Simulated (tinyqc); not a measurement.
Changing the trap depth x from the interface: oxide trap near a transistor channel: two-state multiphonon kinetics, telegraph noise and bias instability. Computed by tinyqc, a small Python program. Command: `OMP_NUM_THREADS=1 python tinyqc.py 3000904 3000905 out.jsonl oxidetrap sweep`. One thread of a shared host (Intel(R) Xeon(R) Processor @ 2.30GHz), about 0.01 s of CPU time with the checks.

An n-channel device under positive gate bias. The trap is empty (state 1) or holds an electron (state 2); both states are parabolas of equal curvature, and the electron reservoir is taken at the Fermi level of the channel.

Inputs (values chosen for the exercise, with an insulator like SiO2 on silicon): insulator constant eps_ox = 3.86; insulator thickness t_ox = 1.9 nm; tunnel barrier phi_b = 3.19 eV; tunnelling mass m_ox = 0.43 m_0; trap level above E_F at zero field E_t = 0.36 eV; relaxation energy E_R = 0.99 eV; oxide field F = 6.6 MV/cm; attempt rate k_0 at the interface = 1e+11 1/s; temperature T = 350 K; channel width W = 29 nm; channel length L = 180 nm; frequency f = 200 Hz.

Parts treated: one trap and an ensemble.

Constants: hbar^2/(2 m_0) = 3.80998212 eV angstrom^2; k_B = 8.617333262e-05 eV/K; e = 1.602176634e-19 C; eps_0 = 8.8541878128e-12 F/m.

Method:
- kappa = sqrt(2 m_ox phi_b)/hbar = sqrt(m_ox phi_b/(hbar^2/2m_0)); attenuation length lambda = 1/(2 kappa); factor exp(-x/lambda) for a rectangular barrier.
- E_21 = E_t - e F x is the energy of state 2 over state 1; barriers E_c = (E_R + E_21)^2/(4 E_R), E_e = E_c - E_21; tau_c = exp(E_c/k_B T)/(k_0 P), tau_e = exp(E_e/k_B T)/(k_0 P), P the tunnelling factor; occupation f_2 = tau_e/(tau_c + tau_e); 1/tau_0 = 1/tau_c + 1/tau_e.
- Charge-sheet step dV = e (t_ox - x)/(eps_ox eps_0 W L); Lorentzian spectrum S(f) = 4 dV^2 tau_0^2/((tau_c + tau_e)(1 + (2 pi f tau_0)^2)); corner 1/(2 pi tau_0); variance dV^2 f_2 (1 - f_2) = dV^2 tau_0/(tau_c + tau_e).

One run for each value; columns: (1) trap depth x from the interface (nm); (2) capture time tau_c (s); (3) emission time tau_e (s); (4) threshold step dV (mV); (5) tunnelling factor; (6) occupation f_2:
```
(1)          (2)         (3)     (4)         (5)      (6)
0.30  2.4499e-05  1.1388e-07  1.4369  2.7320e-02  0.00463
0.45  2.3831e-05  2.9510e-06  1.3022  4.5156e-03  0.11019
0.59  2.6930e-05  7.1381e-05  1.1765  8.4154e-04  0.72607
0.89  5.6638e-05  1.0654e-01  0.9070  2.2991e-05  0.99947
1.00  8.7686e-05  1.8312e+00  0.8083  6.1414e-06  0.99995
1.20  2.4337e-04  4.0438e+02  0.6286  5.5708e-07  1.00000
1.30  4.5233e-04  6.7040e+03  0.5388  1.6778e-07  1.00000
```

Give the missing row, trap depth x from the interface (nm) = 0.74.

Computed row; columns: (1) trap depth x from the interface (nm); (2) capture time tau_c (s); (3) emission time tau_e (s); (4) threshold step dV (mV); (5) tunnelling factor; (6) occupation f_2:
```
(1)          (2)         (3)     (4)         (5)      (6)
0.74  3.5978e-05  2.5405e-03  1.0417  1.3910e-04  0.98604
```

Interpolating between the two neighbouring rows (linearly) misses most in emission time tau_e (s), by a factor of 21. Over the rows, capture time tau_c (s) goes from 2.45e-5 through a minimum among these rows, 2.38e-5 at 0.450, to 4.52e-4; emission time tau_e (s) rises from 1.14e-7 to 6700 (exponent d ln y / d ln x 8.0 between the first rows and 35 between the last); threshold step dV (mV) falls from 1.44 to 0.539 (exponent d ln y / d ln x -0.24 between the first rows and -1.9 between the last).

Caution (all rows): a field 1.5 times as high comes near the usual breakdown field of such an insulator.

Extremes, crossings and ranges named in words are read from the listed rows.
